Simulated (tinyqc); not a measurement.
Metal-interlayer-semiconductor contact, depinning against tunnelling resistance: two steps of the calculation.

Zero bias, n-type semiconductor. Gap states at the semiconductor surface thin out as exp(-be ti), which unpins the barrier; electrons must then cross the interlayer (a rectangular barrier, no voltage drop across it) and the parabolic depleted layer, both by WKB. Energies E are counted from the Fermi level; no image force, parabolic bands.

Parameters, values chosen for the exercise; semiconductor values close to those of germanium; interlayer mass of the order of that in strontium titanate, offset chosen freely:
- T = 300 K (temperature)
- Eg = 0.683 eV (band gap)
- eps_r = 16 (relative permittivity)
- chi = 3.98 eV (electron affinity)
- Nc = 1.04e19 cm^-3 (conduction-band density of states at T)
- mt = 0.118 m0 (tunnelling mass in the semiconductor)
- mA = 1.06 m0 (Richardson mass)
- Nd = 2.9e20 cm^-3 (donor density)
- E0 = 0.087 eV (charge-neutrality level above the valence band)
- S0 = 0.05 (pinning factor without interlayer)
- phiM = 4.49 eV (metal work function)
- ti = 2 nm (interlayer thickness)
- dE = 0.22 eV (conduction-band offset of the interlayer above the semiconductor)
- mi = 0.6 m0 (tunnelling mass in the interlayer)
- be = 5.2 1/nm (decay constant of gap states through the interlayer)

Constants: q = 1.602176634e-19 C, kB = 1.380649e-23 J/K, eps0 = 8.8541878128e-12 F/m, hbar = 1.054571817e-34 J s, h = 6.62607015e-34 J s, m0 = 9.1093837015e-31 kg, Vt = kB T/q, hbar^2/(2 m0) = 0.0380998212 eV nm^2. Results are converted to the units shown.

Question 1. Pinning, barrier and scales. S = 1/(1 + (1/S0 - 1) exp(-be ti)); phiB = S (phiM - chi) + (1 - S)(Eg - E0); xi = Ec - EF deep inside, from Nd = Nc F(-xi/Vt), F(x) = (2/sqrt(pi)) int_0^infinity sqrt(u) du/(1 + exp(u - x)); band bending U = phiB - xi; E00 = (hbar/2) sqrt(Nd/(eps0 eps_r mt m0)) in volts; A = 4 pi q mA m0 kB^2/h^3.

Find: S; phiB; xi; U; E00; A.

Answer 1.

S = 0.9994
phiB = 0.5100 eV
xi = -0.2855 eV
U = 0.7955 eV
E00 = 0.2301 eV
A = 127.4 A/(cm^2 K^2)

Question 2. Exponents and integrand on an energy grid. With U = phiB - xi: for xi < E < phiB, y = (E - xi)/U and G1 = (U/E00) [sqrt(1 - y) - y ln((1 + sqrt(1 - y))/sqrt(y))], G1 = 0 above phiB; G2 = 2 ti sqrt(mi max(phiB + dE - E, 0)/C), C = hbar^2/(2 m0); f = 1/(1 + exp(E/Vt)); integrand exp(-G1 - G2) f.

E, point 0 to 13 (eV): -0.28  -0.22923  -0.17846  -0.12769  -0.07692  -0.02615  0.02462  0.07538  0.12615  0.17692  0.22769  0.27846  0.32923  0.38
phiB = 0.51004970 eV
xi = -0.28546802 eV
E00 = 0.23010460 eV

Find: G1; G2; f; integrand.

Answer 2.

```
point     G1     G2         f  integrand (1e-7)
0      3.370  15.95     1.000             0.041
1      2.844  15.55    0.9999             0.103
2      2.444  15.13    0.9990             0.233
3      2.102  14.70    0.9929             0.500
4      1.801  14.26    0.9515             1.008
5      1.531  13.80    0.7333             1.605
6      1.288  13.33    0.2784             1.245
7      1.068  12.84   0.05138             0.467
8      0.869  12.34  0.007542             0.139
9      0.689  11.81  0.001065             0.040
10     0.529  11.25  1.496e-4             0.011
11     0.386  10.67  2.099e-5             0.003
12     0.262  10.05  2.946e-6             0.001
13     0.158   9.39  4.133e-7             0.000
```

Range of the model: The depletion charge would drop about 0.23 V across such an interlayer (eps_r near 100) at ti = 2 nm and Nd = 2.9e20 cm^-3, against a band bending of 0.80 V; this model leaves that drop out.

Program tinyqc, `OMP_NUM_THREADS=1 python tinyqc.py 2270017 2270018 out.jsonl`; Intel Xeon 2.30GHz, shared host, one thread, about 0.02 s.
